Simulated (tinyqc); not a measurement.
Straight dislocations in isotropic elasticity: fields, energies, partials, Peierls stress and walls: one step, computed by the program tinyqc.

The line runs along z, the glide plane is y = 0, and beta is the angle between b and the line (0 screw, 90 degrees edge): b_e = b sin(beta) along +x with the extra half plane at y > 0, b_s = b cos(beta). Stress is positive in tension.

Task: Force on a second, equal dislocation at that point; binding of a solute. Peach-Koehler force per length on a parallel dislocation with the same b: in the glide plane F_x = s_xy b_e + s_yz b_s, normal to it F_y = -(s_xx b_e + s_xz b_s), which drives climb of the edge part or cross-slip of a screw. A solute with misfit volume dV has the energy p dV, and its dilute concentration is scaled by exp(-p dV/(k_B T)).

Inputs (values chosen for the exercise, for a model fcc or diamond crystal): Burgers vector b = 2.759 angstrom; misfit volume of a solute dV = 4.2 angstrom^3; temperature T = 800 K.

Character: 30-degree.

stress (MPa):
```
           x          y          z
x  -118.2055   -69.8165   -48.7193
y   -69.8165    30.1676  -112.7504
z   -48.7193  -112.7504   -31.7817
```

pressure p = 39.93984 MPa

Constants: 1 eV/angstrom^3 = 160.2176634 GPa; k_B = 8.617333262e-05 eV/K.

Give: glide force F_x; normal force F_y; solute energy; concentration ratio.

Result:

glide force F_x = -36.57 mN/m

normal force F_y = 27.95 mN/m

solute energy = 1.047 meV

concentration ratio = 0.9849
